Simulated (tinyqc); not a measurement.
n-type polysilicon, carrier trapping at grain boundaries: effect of the doping.

One-dimensional grains of size Lg, uniform ionised doping N, monovalent traps Qt at each boundary at a depth Et below (for electrons) or above (for holes) the band edge there, abrupt depletion of width W on each side of a boundary, Boltzmann statistics. xi is the distance from the band edge at the grain centre to the Fermi level. Trapped charge Qt/(1 + exp((xi + VB - Et)/Vt)) = 2 N W, barrier VB = q N W^2/(2 eps0 eps_r).

If the trap equation with xi = Vt ln(NB/N) has a root W < Lg/2, the grain is partly depleted; otherwise W = Lg/2 and the trap equation gives xi = Et - VB + Vt ln(Qt/(N Lg) - 1). N* = Qt/Lg. n0 = NB exp(-xi/Vt); mean density n0 (1 - 2 W/Lg) by charge balance in a partly depleted grain, and n0 (sqrt(pi)/2) erf(u)/u with u = sqrt(VB/Vt) in a fully depleted one; v = sqrt(kB T/(2 pi ms m0)); barrier resistivity Vt exp(VB/Vt)/(q fe n0 v Lg); grain resistivity (1 - 2 W/Lg)/(q n0 mug); effective mobility 1/(q mean density total resistivity). Rows with xi above 0.45 V, towards mid-gap, are left out, since the other carrier type is ignored.

Inputs (values chosen for the exercise); values of the order met in polycrystalline silicon:
```
symbol    value        unit                                                              meaning
T           250           K                                                          temperature
eps_r      11.7                                                            relative permittivity
NB      2.13e19       cm^-3                               conduction-band density of states at T
Lg           33          nm                                                           grain size
Qt       4.3e12       cm^-2                                     trap density of a grain boundary
Et         0.32          eV  depth of the trap level from the majority band edge at the boundary
ms         0.27          m0                                         mass for thermionic emission
fe            1                                           correction factor of the emission rate
mug          40  cm^2/(V s)                                           mobility inside the grains
```

Constants: q = 1.602176634e-19 C, kB = 1.380649e-23 J/K, m0 = 9.1093837015e-31 kg, Vt = kB T/q, eps0 = 8.8541878128e-14 F/cm where lengths are in cm. Results are converted to the units shown.

Result of one run:
```
N/N*     depleted share 2 W/Lg   VB (V)  xi (V)  mean density (cm^-3)  resistivity (ohm cm)  effective mobility (cm^2/(V s))
0.04988                  1.000  0.01368  0.3698              6.152e11               2.177e4                            465.9
```

Which doping N gave this result: 6.5e16, 5e17, 1.4e18, 3.8e18 or 6.4e18 cm^-3?

N = 6.5e16 cm^-3.

The whole series:
columns A: N (cm^-3); B: N/N*; C: depleted share 2 W/Lg; D: VB (V); E: xi (V); F: mean density (cm^-3); G: resistivity (ohm cm); H: effective mobility (cm^2/(V s))
```
A             B       C        D        E         F        G       H
6.5e16  0.04988   1.000  0.01368   0.3698  6.152e11  2.177e4   465.9
1.1e17  0.08442   1.000  0.02316   0.3482  1.493e12  1.240e4   337.1
1.8e17   0.1381   1.000  0.03790   0.3215  4.405e12     7133   198.6
3e17     0.2302   1.000  0.06316   0.2828  2.156e13     3822   75.73
5e17     0.3837   1.000   0.1053   0.2249  2.489e14     1836   13.66
8.3e17   0.6370   1.000   0.1747   0.1331  1.372e16    651.5  0.6984
1.4e18    1.074  0.8471   0.2115  0.05865  2.141e17    112.9  0.2581
2.3e18    1.765  0.5642   0.1541  0.04795  1.002e18    4.825   1.291
3.8e18    2.916  0.3428  0.09404  0.03713  2.497e18   0.2054   12.17
6.4e18    4.912  0.2036  0.05585  0.02590  5.097e18  0.03742   32.73
```

As N goes from 6.5e16 to 6.4e18, VB goes from 0.0137 through a maximum of 0.211 (at N = 1.4e18 among the rows listed) to 0.0559 V, the resistivity falls from 21800 to 0.0374 ohm cm and the effective mobility goes from 466 through a minimum of 0.258 (at N = 1.4e18 among the rows listed) to 32.7 cm^2/(V s). The steepest fall of the resistivity among the rows, as N^(-6.4), lies between N = 1.4e18 and 2.3e18 cm^-3; N* = 1.30e18 cm^-3. While the grain is fully depleted VB grows as N; once the traps are full it falls as 1/N. For N = 2.3e18, 3.8e18, 6.4e18 xi is under 2.5 Vt, where Boltzmann statistics begin to fail. For N = 6.5e16 VB is below Vt, where abrupt depletion and thermionic emission are rough. For N = 1.4e18 the grain is near the changeover between partial and full depletion, within a few Debye lengths, where both limits are rough. For N = 6.5e16, 1.1e17, 1.8e17, 3e17 the effective mobility exceeds mug, since drift through the depleted part of the grain is left out.

Program tinyqc, `OMP_NUM_THREADS=1 python tinyqc.py 2830269 2830270 out.jsonl`; Intel Xeon 2.30GHz, shared host, one thread, about 0.01 s.
